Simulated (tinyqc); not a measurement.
Shockley-Read-Hall recombination through one deep level: sweeps and comparisons. A value that a table varies takes the place of the one given here.

One level at Et with degeneracy 1: tn = 1/(sn vth Nt), tp = 1/(sp_ vth Nt), n1 = Nc exp((Et - Eg)/kT), p1 = Nv exp(-Et/kT), ni^2 = n1 p1. Equilibrium p0 = Nm, n0 = ni^2/Nm; n = n0 + dn, p = p0 + dn. U = (n p - ni^2)/(tp (n + n1) + tn (p + p1)), lifetime dn/U; emission rates en = sn vth n1, ep = sp_ vth p1.

Constants: kB = 8.617333262e-05 eV/K.

Parameters, chosen for this exercise (gap and densities of states near those of Si at this temperature; not measured data):
- E1 = 0.787 eV (level (+1/0) above Ev)
- E2 = 0.56 eV (level (0/-1) above Ev)
- gm = 2 (degeneracy of the middle state, the others 1)
- T = 350 K
- Eg = 1.112 eV (gap)
- Nc = 3.43e+19 1/cm^3 (conduction-band density of states)
- Nv = 1.44e+19 1/cm^3 (valence-band density of states)
- Nd = -1.8e+15 1/cm^3 (ionised shallow donors minus acceptors)
- Et = 0.56 eV (recombination level above Ev)
- Nt = 4.4e+15 1/cm^3 (defects)
- sn = 9.7e-16 cm^2 (electron capture cross-section)
- sp_ = 4.7e-16 cm^2 (hole capture cross-section)
- vth = 23000000 cm/s (thermal velocity, both carriers)
- Nm = 4.4e+16 1/cm^3 (equilibrium holes for the lifetime steps)
- dn = 3.1e+15 1/cm^3 (excess pairs)

## Charge state against the Fermi level (deep level with several charge states)

Energies from Ev. The defect has charge states +1, 0, -1 with weights 1, gm exp((EF - E1)/kT), exp((2 EF - E1 - E2)/kT); the shares are the weights over their sum. Boltzmann carriers: n = Nc exp((EF - Eg)/kT), p = Nv exp(-EF/kT). Neutrality: p - n + Nd + Nt <q> = 0.

Shares:

| EF (eV) | +1 | 0 | -1 | <q> |
|---|---|---|---|---|
| 0.067 | 1.000 | 0.000 | 0.000 | 1.000 |
| 0.156 | 1.000 | 0.000 | 0.000 | 1.000 |
| 0.245 | 1.000 | 0.000 | 0.000 | 1.000 |
| 0.334 | 1.000 | 0.000 | 0.000 | 1.000 |
| 0.423 | 1.000 | 0.000 | 0.000 | 1.000 |
| 0.512 | 1.000 | 0.000 | 0.000 | 1.000 |
| 0.600 | 0.988 | 0.004 | 0.008 | 0.981 |
| 0.689 | 0.258 | 0.020 | 0.722 | -0.464 |
| 0.778 | 0.001 | 0.001 | 0.998 | -0.997 |
| 0.867 | 0.000 | 0.000 | 1.000 | -1.000 |
| 0.956 | 0.000 | 0.000 | 1.000 | -1.000 |
| 1.045 | 0.000 | 0.000 | 1.000 | -1.000 |

E2 lies below E1 (negative U = -0.227 eV), so the charge goes from +1 to -1 near (E1 + E2)/2 = 0.673 eV, two electrons at once; the middle state never exceeds a share of 0.0227.

## Defects against doping (deep level with several charge states)

Nt takes the listed multiples of |Nd|; the resistivity uses mobilities of 1000 (electrons) and 300 (holes) cm^2/(V s), chosen for the exercise, and e = 1.602176634e-19 C.

Neutral state:

| Nt/\|Nd\| | EF (eV) | n (1/cm^3) | p (1/cm^3) | rho (ohm cm) |
|---|---|---|---|---|
| 0.01 | 0.2714 | 2.70e+07 | 1.78e+15 | 11.7 |
| 0.10 | 0.2742 | 2.97e+07 | 1.62e+15 | 12.8 |
| 0.30 | 0.2818 | 3.81e+07 | 1.26e+15 | 16.5 |
| 0.60 | 0.2987 | 6.67e+07 | 7.20e+14 | 28.9 |
| 0.90 | 0.3405 | 2.67e+08 | 1.80e+14 | 116 |
| 1.10 | 0.6257 | 3.42e+12 | 1.41e+10 | 1.82e+03 |
| 1.50 | 0.6485 | 7.25e+12 | 6.62e+09 | 860 |
| 3.00 | 0.6627 | 1.16e+13 | 4.13e+09 | 536 |
| 10.00 | 0.6704 | 1.50e+13 | 3.20e+09 | 416 |

EF goes from 0.271 to 0.670 eV and the resistivity from 11.7 to 416 ohm cm, with a largest value of 1.82e+03. The largest move of EF, +0.285 eV, comes between Nt/|Nd| = 0.9 and 1.1; the levels lie at 0.787 and 0.56 eV. A defect can take up to one carrier of either sign, so the doping can be cancelled no earlier than Nt = |Nd|, there only if EF lies well beyond the level that takes the carriers and otherwise at larger Nt (mean charge +0.10 in the last row). The type changes along the table.

## Lifetime against injection

Recombination:

| dn (1/cm^3) | lifetime (microsecond) | U (1/(cm^3 s)) |
|---|---|---|
| 1.0e+11 | 0.01019 | 9.82e+18 |
| 1.0e+12 | 0.01019 | 9.82e+19 |
| 1.0e+13 | 0.01019 | 9.81e+20 |
| 1.0e+14 | 0.01023 | 9.77e+21 |
| 1.0e+15 | 0.01065 | 9.39e+22 |
| 1.0e+16 | 0.01408 | 7.10e+23 |
| 1.0e+17 | 0.02479 | 4.03e+24 |
| 1.0e+18 | 0.03033 | 3.30e+25 |

The lifetime rises from 0.01019 to 0.03033 microsecond; tn + tp = 0.03121. At low injection it is tn (1 + p1/p0) + tp n1/p0 with n1/Nm = 8.8e-06 and p1/Nm = 2.8e-06: re-emission is negligible, so minority capture alone counts. Auger and radiative paths are left out; they cut in at the highest injections, and in a doped direct-gap crystal the radiative one counts at all injections. dn = dp neglects trapped charge, which matters where the traps hold a charge comparable with dn, at low injection and with very unequal cross sections.

## Where a level does most harm

Et takes the values listed; G = Nt en ep/(en + ep) in a depleted region; the lifetime is for dn = 1e11 1/cm^3.

Results:

| Et (eV) | lifetime (microsecond) | G (1/(cm^3 s)) |
|---|---|---|
| 0.067 | 0.372 | 3.02e+12 |
| 0.156 | 0.0291 | 5.77e+13 |
| 0.245 | 0.0112 | 1.10e+15 |
| 0.334 | 0.0102 | 2.11e+16 |
| 0.423 | 0.0102 | 4.03e+17 |
| 0.512 | 0.0102 | 6.10e+18 |
| 0.600 | 0.0102 | 1.55e+18 |
| 0.689 | 0.0102 | 8.21e+16 |
| 0.778 | 0.0104 | 4.29e+15 |
| 0.867 | 0.0150 | 2.25e+14 |
| 0.956 | 0.103 | 1.17e+13 |
| 1.045 | 1.79 | 6.14e+11 |

Generation peaks where en = ep, at Eg/2 + (kT/2) ln(sp_ Nv/(sn Nc)) = 0.532 eV; the largest value listed is at 0.512 eV, and G falls by a decade for each 0.069 eV away from the peak. The lifetime is within a factor 2 of its minimum, 0.0102 microsecond, from 0.245 to 0.867 eV: recombination tolerates a wide range of Et, generation a narrow one.

## What moves lifetime and leakage

G = Nt en ep/(en + ep). Each row changes one parameter from the base and keeps the others.

Results:

| case | lifetime (microsecond) | G (1/(cm^3 s)) |
|---|---|---|
| base | 0.01157 | 5.12e+18 |
| Et = 0.6 eV | 0.01157 | 1.55e+18 |
| sn = 1.94e-15 cm^2 | 0.006477 | 5.49e+18 |
| sp_ = 9.4e-16 cm^2 | 0.01088 | 9.02e+18 |
| Nt = 2.2e+15 1/cm^3 | 0.02314 | 2.56e+18 |
| Nm = 1.32e+17 1/cm^3 | 0.01067 | 5.12e+18 |
| dn = 9.3e+15 1/cm^3 | 0.01386 | 5.12e+18 |

The largest shifts from the base row, up to three for each result and ties (the steps differ in size, so this ranks the rows, not the parameters). lifetime (microsecond): Nt +0.0116, sn -0.00509, dn +0.00228; unchanged at the printed digits by Et. G (1/(cm^3 s)): sp_ +3.90e+18, Et -3.56e+18, Nt -2.56e+18; unchanged at the printed digits by Nm and dn.

(tinyqc, `OMP_NUM_THREADS=1 python tinyqc.py 1680281 1680282 out.jsonl`, Intel(R) Xeon(R) Processor @ 2.30GHz, 1 thread, shared host, about 0.01 s.)
